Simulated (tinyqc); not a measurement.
# Stacked nanosheet transistor, parasitic resistance, capacitance and delay: two studies

Ns sheets share one contact on top; each has perimeter p = 2 (Ws + ts) and cross-section A = Ws ts; contact width Wc = Ws + 10 nm, stack height Hs = Ns pv. Sheet 1 is the top one. Contact length Lc = CPP - Lg - 2 Lsp, shared by two neighbouring gates. Source and drain sides are equal. The formulas are first-order estimates, not field solutions.

Parameters, values chosen for the exercise; values close to those of silicon logic devices:
```
symbol,value,unit,meaning
T,300,K,temperature
Ns,3,,number of sheets
Ws,30,nm,sheet width
ts,5,nm,sheet thickness
pv,14,nm,vertical pitch of the sheets
rv,102,ohm,vertical resistance between sheet levels
CPP,48,nm,contacted gate pitch
Lg,20,nm,gate length
Lsp,8,nm,spacer length
ks,7,,relative permittivity of the spacer
Hc,30,nm,gate height above the channel stack
rc,2.4e-9,ohm cm^2,contact resistivity
re,0.00046,ohm cm,resistivity of the source-drain epitaxy
te,20,nm,current-carrying depth of the epitaxy
rx,0.00052,ohm cm,resistivity of the extension
Lov,1,nm,gate overlap
Cinv,2.9,uF/cm^2,inversion capacitance
vx,1.5e7,cm/s,injection velocity
mu,130,cm^2/(V s),apparent mobility
VT,0.25,V,threshold at zero drain voltage
dl,0.066,V/V,barrier lowering
n,1.18,,subthreshold factor
Cw,0.36,fF,wire load
Vdd,0.65,V,supply voltage
```

Constants: q = 1.602176634e-19 C, kB = 1.380649e-23 J/K, eps0 = 8.8541878128e-12 F/m, Vt = kB T/q. Results are converted to the units shown.

Each table varies one quantity; the others keep the values above.

## Effect of the sheet width

Epitaxy sheet resistance Rsh = re/te, transfer length LT = sqrt(rc/Rsh), contact Rc = [sqrt(rc Rsh)/Wc] coth(Lc/(2 LT)); extension of one sheet Rx = rx Lsp/A. With N sheets: gate Cg = Cinv p N Lg; per side, plate Cp = ks eps0 [Wc (Hs + Hc) - N A]/Lsp, top fringe Cf = (2/pi) ks eps0 Wc ln(1 + Lg/(2 Lsp)), overlap Co = Cinv p N Lov. One sheet: I = p Q vx u/(1 + |u|^1.8)^(1/1.8), Q = Cinv n Vt ln(1 + exp((Vg' - VT + dl Vd')/(n Vt))), u = Vd' mu/(vx Lg), Vg' = Vgs - v, Vd' = Vds - 2 v, with the drop on each side v_j = Rc sum I + rv (sum over levels k = 2..j of the current of sheets k..Ns) + Rx I_j. Ieff = [I(Vgs = Vdd, Vds = Vdd/2) + I(Vdd/2, Vdd)]/2, total currents. With Cs = Cp + Cf + Co, the load of an inverter of two such devices driving an equal one is CL = 2 (Cg + 2 Cs) + 4 Cs + Cw (own drains counted twice for the Miller effect); delay CL Vdd/(2 Ieff).

Effect of the sheet width:

| Ws (nm) | Rc (ohm) | Rx/N (ohm) | Ieff (uA) | CL (aF) | delay (ps) |
|---|---|---|---|---|---|
| 8 | 2248 | 346.7 | 30.32 | 546.1 | 5.853 |
| 12 | 1839 | 231.1 | 38.52 | 594.6 | 5.017 |
| 18 | 1445 | 154.1 | 50.48 | 667.5 | 4.297 |
| 25 | 1156 | 110.9 | 64.16 | 752.5 | 3.812 |
| 35 | 899.1 | 79.24 | 83.36 | 873.9 | 3.407 |
| 50 | 674.3 | 55.47 | 111.6 | 1056 | 3.076 |
| 70 | 505.7 | 39.62 | 148.3 | 1299 | 2.846 |

As Ws goes from 8 to 70 nm, Ieff rises from 30.3 to 148 uA, CL rises from 546 to 1300 aF and the delay falls from 5.85 to 2.85 ps. From the first row to the last Ieff grows by a factor of 4.89 and CL by 2.38; the first step changes the delay by -14 %, the last by -7.5 %.

## Effect of the spacer length

Same model as above.

Effect of the spacer length:

| Lsp (nm) | Rc (ohm) | Rx/N (ohm) | Ieff (uA) | CL (aF) | delay (ps) |
|---|---|---|---|---|---|
| 2 | 522.8 | 23.11 | 106.9 | 1277 | 3.882 |
| 3 | 566.4 | 34.67 | 102.4 | 1072 | 3.404 |
| 4 | 619.0 | 46.22 | 97.53 | 969.4 | 3.230 |
| 5 | 683.8 | 57.78 | 92.34 | 907.2 | 3.193 |
| 6 | 765.3 | 69.33 | 86.73 | 865.5 | 3.243 |
| 8 | 1011 | 92.44 | 73.81 | 813.2 | 3.581 |
| 10 | 1508 | 115.6 | 57.52 | 781.6 | 4.416 |
| 12 | 3004 | 138.7 | 35.39 | 760.4 | 6.983 |

As Lsp goes from 2 to 12 nm, Ieff falls from 107 to 35.4 uA, CL falls from 1280 to 760 aF and the delay goes from 3.88 through a minimum of 3.19 (at Lsp = 5 nm among the rows listed) to 6.98 ps. A thin spacer costs capacitance, a thick one resistance and contact length, hence the minimum. For Lsp = 2 to 3 nm the spacer is under 3.5 nm, where leakage and breakdown between gate and contact would forbid it. At Lsp = 12 nm the contact is under 8 nm long, below what liners and fill allow.

Computed by the program tinyqc: `OMP_NUM_THREADS=1 python tinyqc.py 2170015 2170016 out.jsonl`, one thread of a shared Intel Xeon 2.30GHz, about 0.06 s for the whole run.
